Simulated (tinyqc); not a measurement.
# Channel resistance from two points of the on-state curve

Inverse problem. In the p-i-n model Von = V1 + 2 Vt ln(J/(1 A/cm^2)) + J Rch, with V1 independent of J. Find Rch and V1.

Inputs (values chosen for the exercise): temperature T = 350 K.

Constants: q = 1.602176634e-19 C, kB = 1.380649e-23 J/K, Vt = kB T/q. Results are converted to the units shown.

Von at J = 50 and 150 A/cm^2 (V): [0.89925173, 1.1155215]

Solution. Remove the logarithmic junction term; the rest is linear in J.

Rch = 1.50 mohm cm^2
V1 = 0.588 V

tinyqc, about 0.01 s, one thread, Intel Xeon 2.30GHz (shared host): `OMP_NUM_THREADS=1 python tinyqc.py 2590151 2590152 out.jsonl`
